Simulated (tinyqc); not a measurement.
Worked calculation: plane-wave Kohn-Sham cycle with exchange-only LDA in a layered model solid. One step of it, computed by the program tinyqc.

Problem. Iteration 2: levels at that k. Diagonalise the Hermitian matrix.

H (hartree), lower triangle:
```
,-3,-2,-1,+0,+1,+2,+3
-3,0.736796
-2,-0.065450,0.211196
-1,-0.116874,-0.065450,-0.080804
+0,-0.001080,-0.116874,-0.065450,-0.139204
+1,0.000045,-0.001080,-0.116874,-0.065450,0.035996
+2,0.000391,0.000045,-0.001080,-0.116874,-0.065450,0.444796
+3,0.000172,0.000391,0.000045,-0.001080,-0.116874,-0.065450,1.087197
```

Give: eigenvalues.

Solution.

eigenvalues (hartree): -0.292  -0.076  0.072  0.254  0.472  0.760  1.105
